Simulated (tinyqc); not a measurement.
Capacitance of parallel on-chip lines from Laplace's equation on a mesh: one step of the calculation.

Cross-section of an endless row of equal lines between two grounded planes; neighbours are driven in antiphase (+1 V and -1 V), so the plane midway between two lines is at 0 V. By symmetry one quarter is solved: x runs from the centre of a line (column 0, mirror) to that midplane (column 5, 0 V), y from the mid-height of the line (row 0, mirror) to the ground plane (row 4, 0 V). The line fills columns 0 to 2 and rows 0 to 2 at 1 V. Cells beside the line (below row 2) have e2, cells above have e1. Each link between nodes has the conductance g = mean permittivity of the two cells beside it (a cell beyond a mirror counts as 0), and the free nodes obey sum g (V_neighbour - V) = 0.

Question. Relaxation sweep. One sweep visits the free nodes row by row from row 0, left to right, and replaces V by V + om (weighted mean of the neighbours - V), using new values at once.

Inputs (values chosen for the exercise):
- om = 1.2 (over-relaxation factor)

V after sweep 1 (V):
```
	col 0	col 1	col 2	col 3	col 4	col 5
row 0	1.0000000	1.0000000	1.0000000	0.3000000	0.0900000	0.0000000
row 1	1.0000000	1.0000000	1.0000000	0.3900000	0.1440000	0.0000000
row 2	1.0000000	1.0000000	1.0000000	0.3891429	0.1496571	0.0000000
row 3	0.3000000	0.3900000	0.4170000	0.2418429	0.1174500	0.0000000
row 4	0.0000000	0.0000000	0.0000000	0.0000000	0.0000000	0.0000000
```

gx:
```
	col 0	col 1	col 2	col 3	col 4
row 0	1.2	1.2	1.2	1.2	1.2
row 1	2.4	2.4	2.4	2.4	2.4
row 2	3.15	3.15	3.15	3.15	3.15
row 3	3.9	3.9	3.9	3.9	3.9
row 4	1.95	1.95	1.95	1.95	1.95
```

gy:
```
	col 0	col 1	col 2	col 3	col 4	col 5
row 0	1.2	2.4	2.4	2.4	2.4	1.2
row 1	1.2	2.4	2.4	2.4	2.4	1.2
row 2	1.95	3.9	3.9	3.9	3.9	1.95
row 3	1.95	3.9	3.9	3.9	3.9	1.95
```

Give: V after sweep 2.

Answer.

V after sweep 2 (V):
```
	col 0	col 1	col 2	col 3	col 4	col 5
row 0	1.0000	1.0000	1.0000	0.5010	0.2187	0.0000
row 1	1.0000	1.0000	1.0000	0.5322	0.2414	0.0000
row 2	1.0000	1.0000	1.0000	0.4786	0.2124	0.0000
row 3	0.4740	0.4893	0.4359	0.2612	0.1186	0.0000
row 4	0.0000	0.0000	0.0000	0.0000	0.0000	0.0000
```

Numbers from tinyqc (`OMP_NUM_THREADS=1 python tinyqc.py 2790158 2790159 out.jsonl`; about 0.8 s on one thread of a shared Intel Xeon 2.30GHz).
